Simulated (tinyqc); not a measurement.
Ways to converge the cycle: SCF convergence aids in the sto-3g basis, for H3, spin multiplicity 2. Computed by the program tinyqc with PySCF. UHF with one setting changed at a time; a run stops when the energy changes by less than 1e-09 hartree and the error matrix is below 1e-5. The start is random orbitals. Damping d keeps d of the old density; a shift (hartree) raises the virtual levels; DIIS n extrapolates F over n matrices.

Geometry (angstrom):

| atom | x | y | z |
|---|---|---|---|
| H | 0.0000 | 0.0000 | 0.0000 |
| H | 0.0000 | 0.0000 | 1.5510 |
| H | 0.0000 | 1.4870 | -0.4390 |

lowest solution found by these runs and by PySCF with stability checks = -1.434756 hartree

Largest element of the error matrix X^T (FDS - SDF) X:

| iteration | plain | damping 0.3 | damping 0.6 | shift 0.4 | DIIS 3 | DIIS 8 |
|---|---|---|---|---|---|---|
| 1 | 1.0e-01 | 1.0e-01 | 1.0e-01 | 1.0e-01 | 1.0e-01 | 1.0e-01 |
| 2 | 1.0e-01 | 4.3e-02 | 8.5e-02 | 1.2e-01 | 1.0e-01 | 1.0e-01 |
| 3 | 3.6e-02 | 1.7e-02 | 5.9e-02 | 1.2e-01 | 4.5e-02 | 4.5e-02 |
| 4 | 1.8e-02 | 2.2e-02 | 3.6e-02 | 2.1e-01 | 1.5e-02 | 1.5e-02 |
| 5 | 9.3e-03 | 1.7e-02 | 2.1e-02 | 1.6e-01 | 1.5e-03 | 1.2e-03 |
| 6 | 5.0e-03 | 1.2e-02 | 1.1e-02 | 9.5e-02 | 5.4e-04 | 9.1e-04 |
| 8 | 1.4e-03 | 5.6e-03 | 7.7e-03 | 5.4e-02 | 4.2e-05 | 6.7e-05 |
| 10 | 3.9e-04 | 2.5e-03 | 7.6e-03 | 3.5e-02 | 4.3e-07 | 1.0e-05 |
| 14 | 3.2e-05 | 4.9e-04 | 4.1e-03 | 1.1e-02 | - | - |
| 20 | - | 4.5e-05 | 1.2e-03 | 1.3e-03 | - | - |
| 30 | - | - | 1.5e-04 | 3.1e-05 | - | - |

How each run ends:

| run | iterations | E (hartree) | state |
|---|---|---|---|
| plain | 17 | -1.43476 | lowest found |
| damping 0.3 | 25 | -1.43476 | lowest found |
| damping 0.6 | 44 | -1.43476 | lowest found |
| shift 0.4 | 34 | -1.43476 | lowest found |
| DIIS 3 | 10 | -1.43476 | lowest found |
| DIIS 8 | 11 | -1.43476 | lowest found |

What does the comparison show, and why?

6 of 6 runs reach the lowest solution found, in 10 to 44 iterations (fastest: DIIS 3). Plain steps already contract here, so damping only slows them. DIIS 3 and DIIS 8 gain by cancelling the error over several earlier matrices, much as a quasi-Newton step does.
